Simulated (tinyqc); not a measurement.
Chemical-mechanical planarisation: Preston law, pattern density and step-height reduction: one step, computed by the program tinyqc.

A row of 10 cells, repeated periodically, holds raised features that cover a share rho of each cell.

Question. Effective density. The stiff pad averages the density: rho_eff(i) = sum_j w_ij rho_j / sum_j w_ij, w = exp(-2 d^2/L^2), L the planarisation length and d the distance between cell centres, summed over all periodic images of cell j.

Inputs (values chosen for the exercise, close to those used for oxide polishing): cell size = 2.5 mm; planarisation length = 5.8 mm.

local pattern densities, cell by cell: 0.6  0.8  0.25  0.2  0.3  0.1  0.25  0.6  0.9  0.8

Give: normalised weights (images included) for cells 0, 1, 2, ... apart; effective densities.

Answer.

normalised weights (images included) for cells 0, 1, 2, ... apart: 0.3439  0.2372  0.0778  0.0121  0.0009  0.0001

effective densities: 0.6855  0.5697  0.4052  0.2809  0.2316  0.2425  0.3583  0.5610  0.7191  0.7462

Local densities span 0.1 to 0.9, effective ones 0.232 to 0.746.
